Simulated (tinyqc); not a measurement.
Inside a calculation: thin (001) film in sp3s* tight binding with raised dangling bonds. Values are carried at full precision from step to step, so a last printed digit may differ when a step is redone from the rounded ones.

sp3s* tight binding, nearest neighbours only: anion (a) at 0, cation (c) at a/4 (1,1,1), orbitals s, px, py, pz, s* on each; k in units of 2 pi/a. With phases e_j = exp(i (pi/2) k.n_j) for n = (1,1,1), (1,-1,-1), (-1,1,-1), (-1,-1,1): g0 = (e1+e2+e3+e4)/4, g1 = (e1+e2-e3-e4)/4, g2 = (e1-e2+e3-e4)/4, g3 = (e1-e2-e3+e4)/4. The diagonal holds the levels Esa, Epa, Exa (s*) and Esc, Epc, Exc. Anion-cation block: <sa|sc> = Vss g0; <sa|xc> = Vsapc g1; <xa|sc> = -Vscpa g1; <xa|xc> = Vxx g0; <xa|yc> = <ya|xc> = Vxy g3, <xa|zc> = <za|xc> = Vxy g2, <ya|zc> = <za|yc> = Vxy g1; <s*a|xc> = Vxapc g1; <xa|s*c> = -Vpaxc g1; y and z take g2 and g3 in place of g1; s-s* and s*-s* vanish.

Inputs chosen for the exercise (out of a larger set: near a published set for Si, fitted to gaps, whose masses and valley positions are rough; not measured data):
- p = (-4.178, 1.723, -4.178, 1.723, 6.654, 6.654, -8.283, 1.718, 4.542, 5.706, 5.706, 5.362, 5.362) eV (order Esa, Epa, Esc, Epc, Exa, Exc, Vss, Vxx, Vxy, Vsapc, Vscpa, Vxapc, Vpaxc)
- N = 4 (atomic planes in the small film)
- dl = 20 eV (shift of the dangling hybrids)

## Bulk edges along [001]

Gap at Gamma and minimum on (0,0,kz), kz from 0.5 to 1, from the bulk Ev. States at zero in-plane momentum come from this line alone.

edges (eV): Gamma 3.4360, Delta 1.1620

kz of the minimum = 0.7322 2 pi/a

## The two blocks of the small film

Planes alternate anion (a), cation (c) along [001], a/4 apart, starting with an anion; zero in-plane momentum; levels counted from the bulk Ev, the lower root of [[Epa, Vxx], [Vxx, Epc]]; no spin-orbit coupling. Block of s, pz, s*: from an anion to the cation above, Vss/2 (s,s), Vsapc/2 (s,z), -Vscpa/2 (z,s), Vxx/2 (z,z), Vxapc/2 (s*,z), -Vpaxc/2 (z,s*); to the cation below the same with the s-z and s*-z signs reversed. Block of u = (px + py)/sqrt2 and v = (px - py)/sqrt2: to the cation above (Vxx + Vxy)/2 for u and (Vxx - Vxy)/2 for v, to the cation below the reverse. Each surface atom has two dangling sp3 hybrids; raising both by dl adds (dl/2) [[1, t], [t, 1]] to its s, pz levels (t = -1 at the bottom face, +1 at the top) and dl to the one of u, v in whose plane the missing bonds lie (v for a bottom anion or a top cation, u for a top anion).

Fill them in.

s, pz, s* block (eV), rows sa1, za1, *a1, sc2, zc2, *c2, sa3, za3, *a3, sc4, zc4, *c4 and columns alike:
```
[[5.817, -10.000, 0, -4.141, 2.853, 0, 0, 0, 0, 0, 0, 0],
 [-10.000, 11.718, 0, -2.853, 0.859, -2.681, 0, 0, 0, 0, 0, 0],
 [0, 0, 6.649, 0, 2.681, 0, 0, 0, 0, 0, 0, 0],
 [-4.141, -2.853, 0, -4.183, 0, 0, -4.141, 2.853, 0, 0, 0, 0],
 [2.853, 0.859, 2.681, 0, 1.718, 0, -2.853, 0.859, -2.681, 0, 0, 0],
 [0, -2.681, 0, 0, 0, 6.649, 0, 2.681, 0, 0, 0, 0],
 [0, 0, 0, -4.141, -2.853, 0, -4.183, 0, 0, -4.141, 2.853, 0],
 [0, 0, 0, 2.853, 0.859, 2.681, 0, 1.718, 0, -2.853, 0.859, -2.681],
 [0, 0, 0, 0, -2.681, 0, 0, 0, 6.649, 0, 2.681, 0],
 [0, 0, 0, 0, 0, 0, -4.141, -2.853, 0, 5.817, 10.000, 0],
 [0, 0, 0, 0, 0, 0, 2.853, 0.859, 2.681, 10.000, 11.718, 0],
 [0, 0, 0, 0, 0, 0, 0, -2.681, 0, 0, 0, 6.649]]
```

u, v block (eV), rows ua1, va1, uc2, vc2, ua3, va3, uc4, vc4 and columns alike:
```
[[1.718, 0, 3.130, 0, 0, 0, 0, 0],
 [0, 21.718, 0, -1.412, 0, 0, 0, 0],
 [3.130, 0, 1.718, 0, -1.412, 0, 0, 0],
 [0, -1.412, 0, 1.718, 0, 3.130, 0, 0],
 [0, 0, -1.412, 0, 1.718, 0, 3.130, 0],
 [0, 0, 0, 3.130, 0, 1.718, 0, -1.412],
 [0, 0, 0, 0, 3.130, 0, 1.718, 0],
 [0, 0, 0, 0, 0, -1.412, 0, 21.718]]
```

## Levels of the small film

Diagonalise both blocks.

levels of the s, pz, s* block (eV): [-11.217, -7.907, -3.295, 2.075, 2.260, 3.864, 6.658, 6.759, 8.896, 9.389, 19.573, 19.681]

levels of the u, v block (eV): [-2.197, -1.498, -0.785, 4.221, 4.731, 5.633, 21.804, 21.835]

No level lies between 0 and the bulk edge 1.162 eV; confinement has widened the gap at zero in-plane momentum to 2.859 eV.

## Checks

- Lowest conduction level of 201 planes, with the dangling hybrids shifted far away, against the bulk edge: 1.163 against 1.162.

Run: tinyqc, `OMP_NUM_THREADS=1 python tinyqc.py 1481928 1481929 out.jsonl`; Intel(R) Xeon(R) Processor @ 2.30GHz, one thread, shared host; about 0.4 s of CPU time with all checks.
